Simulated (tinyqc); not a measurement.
Domain walls in a thin film with perpendicular anisotropy: Bloch, Neel and chiral walls, motion and stripe domains. Changing the DMI constant D. Computed by tinyqc, a small Python program. Command: `OMP_NUM_THREADS=1 python tinyqc.py 3029614 3029615 out.jsonl mwall sweep`. One thread of a shared host (Intel(R) Xeon(R) Processor @ 2.30GHz), about 0.02 s of CPU time with the checks.

One-dimensional wall: polar angle theta(x), azimuth phi of the moment in the wall (phi = 0 Neel, 90 degrees Bloch). mu_0 = 1.25663706212e-6 T m/A, gamma = 1.76085963023e11 rad/(s T).

Inputs (values chosen for the exercise, for a model film):
```
quantity,value,unit
saturation magnetisation M_s,707,kA/m
exchange stiffness A,9,pJ/m
uniaxial anisotropy K_u,1150,kJ/m^3
thickness t,2.3,nm
damping alpha,0.08,-
current density J,0.13,1e12 A/m^2
spin Hall angle theta_SH,0.18,-
```

Drive: spin-orbit torque.

Constants: hbar = 1.054571817e-34 J s; e = 1.602176634e-19 C.

Method:
- K_eff = K_u - mu_0 M_s^2/2; Delta = sqrt(A/K_eff); sigma_0 = 4 sqrt(A K_eff); profile theta = 2 arctan exp(x/Delta); quality factor Q = 2 K_u/(mu_0 M_s^2).
- sigma(phi) = sigma_0 + 2 Delta K_D cos^2(phi) - pi D cos(phi), with the wall shape anisotropy K_D = N_x mu_0 M_s^2/2, N_x = t ln 2/(pi Delta). The minimum has cos(phi) = D/D_N for D < D_N = 4 Delta K_D/pi and phi = 0 beyond; sigma turns negative at D_c = (sigma_0 + 2 Delta K_D)/pi.
- Spin-orbit drive: B_SL = hbar theta_SH J/(2 e M_s t) acts as the field (pi/2) B_SL cos(phi). Steady state: v = (gamma Delta/alpha)(pi/2) B_SL cos(phi) = gamma Delta [B_D sin(phi) - (B_K/2) sin(2 phi)], B_K = 2 K_D/M_s, B_D = pi D/(2 M_s Delta); the root with phi between its rest value and 90 degrees; v saturates at v_D = gamma Delta B_D.

One run for each value:
```
DMI constant D (mJ/m^2),velocity (m/s),saturation velocity v_D (m/s),azimuth phi (degrees),azimuth in motion (degrees)
0.010,1.579,3.91,87.175,88.316
0.020,3.156,7.82,84.344,86.633
0.040,6.298,15.65,78.631,83.268
0.079,12.338,30.91,67.088,76.724
0.160,24.107,62.60,37.957,63.340
0.320,41.223,125.19,0.000,39.890
0.630,51.250,246.47,0.000,17.467
1.300,53.312,508.59,0.000,7.125
2.500,53.631,978.06,0.000,3.421
```

What does the table show, and why?

Over the rows, velocity (m/s) rises from 1.58 to 53.6 (exponent d ln y / d ln x 1.00 between the first rows and 0.0091 between the last); saturation velocity v_D (m/s) rises from 3.91 to 978 (exponent d ln y / d ln x about 1.0 throughout); azimuth phi (degrees) falls from 87.2 to 0, flat over part of the range. The exponent of saturation velocity v_D stays at 1: v_D = pi gamma D/(2 M_s).

Caution (all rows): the formula for N_x assumes a film much thinner than the wall width. Caution (all rows): pinning, heating and tilting of the wall are left out.

Extremes, crossings and ranges named in words are read from the listed rows.
